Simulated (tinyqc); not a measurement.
Global model of a low-pressure process discharge: electron temperature, density, ion flux and ion energy: one step, computed by the program tinyqc. Command: `OMP_NUM_THREADS=1 python tinyqc.py 3114116 3114117 out.jsonl plasma walk`. One thread of a shared host (Intel(R) Xeon(R) Processor @ 2.30GHz), about 0.01 s of CPU time with the checks.

Maxwellian electrons with temperature T_e in eV, one positive ion, no negative ions, uniform bulk density n; rate constants have the Arrhenius form.

Problem. Biased electrode. All bias power goes to ions: V_b = P_b/(J pi r^2). Debye length at the sheath edge lambda_D = sqrt(eps_0 T_e/(e h_L n)); Child-law sheath s = (sqrt2/3) lambda_D (2 V/T_e)^(3/4), V = V_b + V_s; ion transit time tau_i = 3 s sqrt(M/(2 e V)); collisions in the sheath s/lambda_i.

Inputs (values chosen for the exercise, of the order of those of an inductive discharge in a simple atomic gas):
```
quantity,value,unit
ion mass M,40,u
gas temperature T_g,600,K
bias power P_b,330,W
radius of the biased electrode,5,cm
bias frequency,0.4,MHz
```

ion current density J = 13.19720 mA/cm^2

T_e = 2.423001 eV

h_L = 0.2299665

plasma density n = 1.481595e+12 1/cm^3

wall potential V_s = 11.33865 V

ion mean free path = 0.6372226 cm

Constants: eps_0 = 8.8541878128e-12 F/m; e = 1.602176634e-19 C; u = 1.6605390666e-27 kg.

Give: bias voltage V_b; lambda_D; sheath width s; ion transit time; transit time over bias period; s/lambda_i.

Solution.

bias voltage V_b = 318.4 V

lambda_D = 19.82 micrometre

sheath width s = 0.6262 mm

ion transit time = 47.10 ns

transit time over bias period = 0.01884

s/lambda_i = 0.09827

Ions cross within a small part of a period and sample the instantaneous voltage: a broad, two-peaked energy distribution. The sheath is nearly free of collisions.
